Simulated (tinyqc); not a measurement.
Threshold-voltage variability of a planar MOSFET, analytic estimates: one step of the calculation.

Three independent sources add in quadrature: random dopants in the depleted layer, metal-gate grains of two orientations, and roughness of the two gate edges acting through the roll-off VT = VT(long) - Vr exp(-L/l). These are first-order estimates: no three-dimensional electrostatics, no percolation.

Problem. Margin in standard deviations for the wanted yield. Cells fail independently with probability Q(k) = erfc(k/sqrt(2))/2 when the margin is k standard deviations, and Y = exp(-Nb Q(k)). phi = exp(-k^2/2)/sqrt(2 pi). Newton steps on ln Q(k) = ln(-ln(Y)/Nb): k(new) = k + [ln Q - ln(-ln(Y)/Nb)] Q/phi.

Values chosen for this exercise:
- Nb = 268435456 (number of cells)
- Y = 0.99 (wanted yield)

k after iteration 1 = 10.522229

Wanted: Q(k); phi; k after iteration 2.

Solution.

Q(k) = 3.4120e-26
phi = 3.6220e-25
k after iteration 2 = 7.2599

tinyqc, about 0.01 s, one thread, Intel Xeon 2.30GHz (shared host): `OMP_NUM_THREADS=1 python tinyqc.py 2090077 2090078 out.jsonl`
